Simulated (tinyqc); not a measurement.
Thermoelectric coefficients with energy filtering, Landauer integrals: two steps of the calculation.

Bulk parabolic band, x = (E - Ec)/kB T, C = hbar^2/(2 m0), kB T in eV. Modes per area gv m kB T x/(4 pi C) times the back-scattering length l0 x^rr give the transport function s0 X(x), s0 = (2 q^2/h) gv m kB T l0/(4 pi C), X = x^(1 + rr), multiplied by tb for x < xb. I_k = int X (x - eta)^k w dx, w = 1/(4 cosh^2((x - eta)/2)).

Parameters, values chosen for the exercise: temperature T = 300 K; energy exponent of that length rr = 2; lattice thermal conductivity kL = 5.5 W/(m K); reduced Fermi level (EF - Ec)/kB T eta = 5; barrier height over kB T, above Ec xb = 5.7; share of the transport function left below the barrier tb = 0.2; lower end of the grid xa = 0; upper end of the grid xe = 15; points of the grid nE = 15.

Task 1. The three integrals on a coarse grid. Simpson's rule on nE equally spaced points from xa to xe.

Wanted: x; X; w; X w; I_0, I_1, I_2 on this grid.

Result 1.

```
point      x       X         w       X w
0       0.00       0  0.006648         0
1       1.07  0.2460   0.01892  0.004654
2       2.14   1.968   0.05136    0.1011
3       3.21   6.642    0.1230    0.8168
4       4.29   15.74    0.2206     3.474
5       5.36   30.75    0.2422     7.447
6       6.43   265.7    0.1559     41.43
7       7.50   421.9   0.07010     29.58
8       8.57   629.7   0.02660     16.75
9       9.64   896.6  0.009447     8.471
10     10.71    1230  0.003277     4.030
11     11.79    1637  0.001127     1.845
12     12.86    2125  3.867e-4    0.8218
13     13.93    2702  1.325e-4    0.3581
14     15.00    3375  4.540e-5    0.1532
```

I_0, I_1, I_2 on this grid: [116.9, 290.6, 1043]

Task 2. Power factor and figure of merit. Power factor S^2 sigma, ZT = S^2 sigma T/(kappa_e + kL).

sigma = 5430.0778 S/cm
S = -200.26294 uV/K
kappa_e = 3.4371477 W/(m K)

Find: power factor; ZT; electronic share of kappa.

Result 2.

power factor = 21.78 mW/(m K^2)
ZT = 0.7310
electronic share of kappa = 38.46 %

Range of the model: Parabolic bands, elastic scattering and a fixed kL make these model figures, not those of a material.

Numbers from tinyqc (`OMP_NUM_THREADS=1 python tinyqc.py 2800022 2800023 out.jsonl`; about 0.01 s on one thread of a shared Intel Xeon 2.30GHz).
